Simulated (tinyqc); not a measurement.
Grain-boundary trapping model (Seto) of a polycrystalline semiconductor film: one step, computed by the program tinyqc. Command: `OMP_NUM_THREADS=1 python tinyqc.py 3017609 3017610 out.jsonl poly walk`. One thread of a shared host (Intel(R) Xeon(R) Processor @ 2.30GHz), about 0.01 s of CPU time with the checks.

Grains of equal size L are joined by thin boundaries with one trap level. Trapped carriers deplete a width W on each side and raise a barrier, crossed by thermionic emission. Dopants are fully ionised, statistics are non-degenerate and mu_g does not depend on T.

Question. Barrier. N_c(T) = N_c (T/300 K)^(3/2). Filled traps Q = Q_t/(1 + (1/2) exp((E_t* - E_F)/k_B T)), where E_t* = e V_B - E_t and E_F are counted from the band edge at the grain centre. Partial depletion: Q = 2 N W, V_B = e N W^2/(2 eps eps_0), E_F = k_B T ln(N/N_c); solve for W. If that W would exceed L/2 the grain is fully depleted: W = L/2, Q = N L, and E_F follows from the trap equation. Centre density n_0 = N_c exp(E_F/k_B T).

Inputs (values chosen for the exercise, modelled on polycrystalline silicon): permittivity eps = 11.7; effective density of states at 300 K, N_c = 2.8e+19 1/cm^3; grain size L = 65 nm; trap density Q_t = 1.1e+12 1/cm^2; trap level E_t below the band edge = 0.39 eV; doping N = 2.1e+17 1/cm^3; temperature T = 250 K.

Grain interior: resistance included.

Constants: k_B = 8.617333262e-05 eV/K; e = 1.602176634e-19 C; eps_0 = 8.8541878128e-12 F/m.

Give: depletion width W; barrier V_B; E_F; centre density n_0.

Answer.

depletion width W = 26.19 nm

barrier V_B = 0.1114 V

E_F = -0.09952 eV

centre density n_0 = 2.10e+17 1/cm^3

The grain is partly depleted; 100.0 % of the traps are filled, and they hold 80.6 % of the carriers.
